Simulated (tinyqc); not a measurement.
Intrinsic and extrinsic failures together.

All devices wear out with slope 3.8 and scale t63; the share 0.02 also has a flaw with slope 0.4 and scale 0.01 t63: 1 - F = exp(-(t/t63)^3.8) [1 - 0.02 + 0.02 exp(-(t/(0.01 t63))^0.4)]. W = ln(-ln(1 - F)); the local slope is dW/d ln t.

Values chosen for this exercise:
- t63 = 2100 s (characteristic time of a test capacitor)

Intrinsic and extrinsic failures together:
```
t (s),F,W,local slope,F of wear-out alone
0.022,0.001245,-6.688,0.3875,1.193e-19
0.084,0.002081,-6.174,0.3788,1.940e-17
0.32,0.003421,-5.676,0.3643,3.127e-15
1.2,0.005452,-5.209,0.3406,4.747e-13
4.5,0.008345,-4.782,0.3029,7.207e-11
17,0.01202,-4.415,0.2455,1.125e-8
65,0.01585,-4.137,0.1666,1.839e-6
250,0.01895,-3.956,0.1387,3.074e-4
930,0.06317,-2.729,2.642,0.04426
3500,0.9991,1.944,3.789,0.9991
```

The local slope goes from 0.388 through a minimum of 0.139 (at t = 250 s among the rows listed) to 3.79. At early times the flawed share sets F, 1.04e16 times the wear-out value in the first row, so a line fitted to the steep upper part says nothing about low percentiles.

Numbers from tinyqc (`OMP_NUM_THREADS=1 python tinyqc.py 2070047 2070048 out.jsonl`; about 0.01 s on one thread of a shared Intel Xeon 2.30GHz).
